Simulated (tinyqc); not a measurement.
# Minority carriers and saturation current of a heavily doped emitter: several studies

n-type, parabolic bands, full ionisation. eta = (EF - Ec)/kB T solves N = Nc F12(eta), F12(x) = (2/sqrt(pi)) int_0^infinity sqrt(u)/(1 + exp(u - x)) du. The gap shrinks rigidly by dEg = E1 [ln(N/N0) + sqrt(ln^2(N/N0) + 0.5)], an empirical law that is here taken as the true narrowing.

Values chosen for this exercise; band and dielectric values close to those of silicon: temperature T = 300 K; band gap Eg = 1.13 eV; conduction-band density of states at 300 K Nc = 2.79e19 cm^-3; valence-band density of states at 300 K Nv = 2.66e19 cm^-3; ionised donor density N = 2.3e20 cm^-3; energy of the narrowing law E1 = 8 meV; density of the narrowing law N0 = 7.3e16 cm^-3; minority-hole mobility mup = 240 cm^2/(V s); Auger coefficient Cn = 1.8e-31 cm^6/s; defect lifetime ts = 3.9 us; emitter width W = 190 nm; recombination velocity at the contact S = 1.5e6 cm/s.

Constants: q = 1.602176634e-19 C, kB = 1.380649e-23 J/K, Vt = kB T/q. Results are converted to the units shown.

Each table varies one quantity; the others keep the values above.

## Approximations to the Fermi level

With u = N/Nc: Boltzmann ln u; Joyce-Dixon ln u + 0.353553 u - 4.95009e-3 u^2 + 1.48386e-4 u^3 - 4.42563e-6 u^4; degenerate limit (3 sqrt(pi) u/4)^(2/3). The Einstein ratio is D/(mu Vt) = F12/Fm, Fm(x) = dF12/dx = (1/sqrt(pi)) int_0^infinity u^(-1/2)/(1 + exp(u - x)) du.

Approximations to the Fermi level:
```
N (cm^-3)     N/Nc      eta  Boltzmann  Joyce-Dixon  degenerate  D/(mu Vt)
1.8e18     0.06452   -2.718     -2.741       -2.718      0.1945      1.023
3.6e18      0.1290   -2.002     -2.048       -2.002      0.3087      1.045
7.1e18      0.2545   -1.279     -1.369       -1.279      0.4855      1.089
1.4e19      0.5018  -0.5134    -0.6896      -0.5134      0.7634      1.175
2.8e19       1.004   0.3536   0.003578       0.3536       1.212      1.345
5.6e19       2.007    1.388     0.6967        1.388       1.924      1.673
1.1e20       3.943    2.697      1.372        2.697       3.017      2.264
2.2e20       7.885    4.604      2.065        4.601       4.790      3.336
4.4e20       15.77    7.492      2.758        7.411       7.603      5.148
8.7e20       31.18    11.91      3.440        9.966       11.98      8.032
```

Boltzmann is within 0.1 of eta up to N/Nc = 0.25, Joyce-Dixon within 0.01 up to 7.9, and the degenerate limit is off by 0.069 in the last row. The Einstein ratio rises from 1.02 to 8.03: degenerate carriers diffuse faster for the same mobility.

## Effect of the contact

ni = sqrt(Nc Nv) exp(-Eg/(2 Vt)), Eg in volts; degeneracy factor g = F12(eta) exp(-eta); nie^2 = ni^2 exp(dEg/kB T) g, p0 = nie^2/N; apparent narrowing dEg + kB T ln g. 1/tau = Cn N^2 + 1/ts, D = mup Vt, L = sqrt(D tau); J0 = (q p0 D/L)(s + tanh(W/L))/(1 + s tanh(W/L)), s = S L/D; the share recombining inside is 1 - 1/[cosh(W/L)(1 + tanh(W/L)/s)].

Results:
```
S (cm/s)  J0 (fA/cm^2)  share inside (%)
80              86.620            99.960
340             86.708            99.829
1500            87.099            99.250
6200            88.660            96.992
26000           94.845            88.776
4.8e5           158.96            41.272
2.1e6           196.77            27.766
8.8e6           211.50            23.813
```

Estimate the missing row, S = 1.1e5 cm/s.

Computed row:
```
S (cm/s)  J0 (fA/cm^2)  share inside (%)
1.1e5           115.58            67.647
```

With this row back in the table: J0 rises from 86.6 to 211 fA/cm^2, between the limits q p0 (D/L) tanh(W/L) = 86.6 and q p0 (D/L) coth(W/L) = 217; W/L = 0.74, so passivating the contact can gain at most a factor of 2.51.

## Effect of the doping

Same model as above.

The mobility is held fixed.

Result of one run:
```
N (cm^-3)  apparent narrowing (meV)  p0 (cm^-3)   L (nm)  J0 (fA/cm^2)  share inside (%)
1.4e18                        47.47       345.7  3.191e4       1.485e4          0.002544
```

What becomes of these results when the ionised donor density N is changed from 1.4e18 to 6.4e18 cm^-3, all else the same?

Result of the changed run:
```
N (cm^-3)  apparent narrowing (meV)  p0 (cm^-3)  L (nm)  J0 (fA/cm^2)  share inside (%)
6.4e18                        69.93       180.3    9018          7747           0.03185
```

The whole series:
```
N (cm^-3)  apparent narrowing (meV)  p0 (cm^-3)   L (nm)  J0 (fA/cm^2)  share inside (%)
6.4e17                        35.42       474.5  4.335e4       2.039e4          0.001379
1.4e18                        47.47       345.7  3.191e4       1.485e4          0.002544
3e18                          59.01       252.0  1.818e4       1.083e4          0.007835
6.4e18                        69.93       180.3     9018          7747           0.03185
1.4e19                        79.93       121.3     4178          5217            0.1482
3e19                          86.94       74.26     1955          3206            0.6737
6.4e19                        88.38       36.80    917.2          1614             3.001
1.4e20                        78.15       11.32    419.3         534.6             13.09
3e20                          46.32       1.543    195.7         94.53             42.81
```

The apparent narrowing goes from 35.4 through a maximum of 88.4 (at N = 6.4e19 cm^-3 among the rows listed) to 46.3 meV. p0 goes as N^(-0.40) between the first two rows and N^(-2.62) between the last two (-1 without narrowing or degeneracy), and J0 falls from 20400 to 94.5 fA/cm^2.

Range of the model: Band tails, non-parabolic bands and incomplete ionisation are left out.

Numbers from tinyqc (`OMP_NUM_THREADS=1 python tinyqc.py 2330022 2330023 out.jsonl`; about 0.01 s on one thread of a shared Intel Xeon 2.30GHz).
